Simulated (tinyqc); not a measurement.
Empty-lattice bands from Gamma to L: Brillouin zone and empty-lattice bands of the fcc structure.

Primitive vectors a (0,1/2,1/2), a (1/2,0,1/2), a (1/2,1/2,0); one atom. Reciprocal vectors obey a_i.b_j = 2 pi delta_ij; k is given in units of 2 pi/a. Empty-lattice levels are c0 (2 pi/a)^2 |k + G|^2, c0 = hbar^2/2m0. Points: X = (1, 0, 0), L = (0.5, 0.5, 0.5), K = (0.75, 0.75, 0), W = (1, 0.5, 0), U = (1, 0.25, 0.25).

Constants: hbar^2/2m0 = 3.80998211 eV angstrom^2.

Parameters, chosen for this exercise (out of a larger set: lattice near that of Pb; not measured data): a = 4.947 angstrom (lattice constant).

k = f x L; the eight lowest levels, degenerate ones repeated.

Levels (eV):
```
f,1,2,3,4,5,6,7,8
0.000,0.00,18.44,18.44,18.44,18.44,18.44,18.44,18.44
0.167,0.13,15.49,17.54,17.54,17.54,19.59,19.59,19.59
0.333,0.51,12.80,16.90,16.90,16.90,21.00,21.00,21.00
0.500,1.15,10.37,16.52,16.52,16.52,19.59,19.59,19.59
0.667,2.05,8.19,16.39,16.39,16.39,18.44,18.44,18.44
0.833,3.20,6.27,16.52,16.52,16.52,17.54,17.54,17.54
1.000,4.61,4.61,16.90,16.90,16.90,16.90,16.90,16.90
```

Band 1 is the parabola f^2 x 4.61 eV. The next levels start from the first shell of G at 18.44 eV; a branch falls at first if its G has a component against k, and branches cross. The second level ends at 4.61 eV and meets band 1 at the zone surface.

(tinyqc, `OMP_NUM_THREADS=1 python tinyqc.py 1850563 1850564 out.jsonl`, Intel(R) Xeon(R) Processor @ 2.30GHz, 1 thread, shared host, about 0.02 s.)
